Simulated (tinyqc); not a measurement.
Gate-all-around wire, scale length and short-channel effects: one step of the calculation.

A round wire of diameter ts in an insulator shell of thickness ti under a surrounding gate. Below threshold the potential that source and drain add obeys Laplace's equation and vanishes on the gate. Its lowest mode decays along the channel as exp(-k y); k is the smallest positive root of the matching condition at the interface, and the scale length is Lambda = pi/k.

Task. Scan of the matching condition. f(k) = ei J0(u)[J1(u) Y0(v) - Y1(u) J0(v)] - eps_r J1(u)[J0(u) Y0(v) - Y0(u) J0(v)], u = k ts/2, v = u + k ti.

Values chosen for this exercise; permittivities: semiconductor close to that of In0.53Ga0.47As, insulator close to that of zirconium oxide: relative permittivity of the semiconductor eps_r = 13.9; relative permittivity of the insulator ei = 26; insulator thickness ti = 6.2 nm; wire diameter ts = 4 nm.

k, point 0 to 7 (1/nm): 0.05  0.1  0.15  0.2  0.25  0.3  0.35  0.4

Wanted: f(k).

Result.

f(k), point 0 to 7: 159.2  70.4  37.6  19.5  8.1  0.8  -3.7  -6.1

The first change of sign lies between k = 0.3 and 0.35 1/nm.

tinyqc, about 0.01 s, one thread, Intel Xeon 2.30GHz (shared host): `OMP_NUM_THREADS=1 python tinyqc.py 2420099 2420100 out.jsonl`
